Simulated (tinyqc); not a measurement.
# One level coupled to a phonon between two leads, self-consistent Born approximation: effect of the level position

Wide-band leads with mu_L = +V/2 and mu_R = -V/2; phonons in equilibrium, Nq = 1/(exp(w0/kB T) - 1). Scattering links only energies that differ by w0, so a ladder E_k = E1 + k w0 closes on itself; terms that reach past its ends are dropped. Gn and Gp are the electron and hole parts of the spectral function A = Gn + Gp.

|G|^2 = 1/[(E - ed)^2 + (GL + GR + Sin + Sout)^2/4], Gn = |G|^2 (GL fL + GR fR + Sin), Gp = |G|^2 (GL (1 - fL) + GR (1 - fR) + Sout), f = 1/(1 + exp((E - mu)/kB T)). Sin(E) = M^2 [(Nq + 1) Gn(E + w0) + Nq Gn(E - w0)], Sout(E) = M^2 [(Nq + 1) Gp(E - w0) + Nq Gp(E + w0)]. Spectral currents into the level: iL = GL [fL Gp - (1 - fL) Gn], iR = GR [fR Gp - (1 - fR) Gn]. Here E - ed is replaced by E - ed - R(E), with the real part R(E) = (1/2 pi) P int [Sin + Sout](y) dy/(E - y). The total for one spin is I = (q/h) times the integral of iL over all E (all ladders, each long enough that its ends do not matter); the power given to phonons is (1/h) times the integral of E (iL + iR).

Inputs (values chosen for the exercise):
- T = 300 K (temperature of leads and phonons)
- w0 = 20 meV (phonon energy)
- GL = 12 meV (coupling to the left lead)
- GR = 2.6 meV (coupling to the right lead)
- M = 3.4 meV (electron-phonon matrix element)
- V = 43 mV (bias)

Constants: q = 1.602176634e-19 C, kB = 1.380649e-23 J/K, h = 6.62607015e-34 J s, Vt = kB T/q. Results are converted to the units shown.

Effect of the level position:
```
ed (meV)   I (uA)  I without phonons (uA)  ratio of the two  power to phonons (nW)  share of I V (%)
0          0.1772                  0.1786            0.9923                0.04767            0.6254
9          0.1735                  0.1748            0.9927                0.04571            0.6126
18         0.1630                  0.1640            0.9940                0.04040            0.5764
27         0.1471                  0.1477            0.9960                0.03298            0.5212
36         0.1281                  0.1283            0.9985                0.02498            0.4535
45         0.1080                  0.1078             1.001                0.01766            0.3804
54        0.08851                 0.08815             1.004                0.01174            0.3084
63        0.07095                 0.07048             1.007               0.007392            0.2423
72        0.05589                 0.05540             1.009               0.004451            0.1852
```

I falls from 0.177 to 0.0559 uA as the level leaves the window |E| < 21.5 meV; the ratio to the current without phonons rises from 0.992 to 1.01. The power to phonons falls from 0.0477 to 0.00445 nW.

Range of the model: The self-consistent Born approximation keeps only non-crossing phonon lines and no Hartree shift; it is rough once the coupling nears the phonon energy.

Program tinyqc, `OMP_NUM_THREADS=1 python tinyqc.py 2720131 2720132 out.jsonl`; Intel Xeon 2.30GHz, shared host, one thread, about 0.08 s.
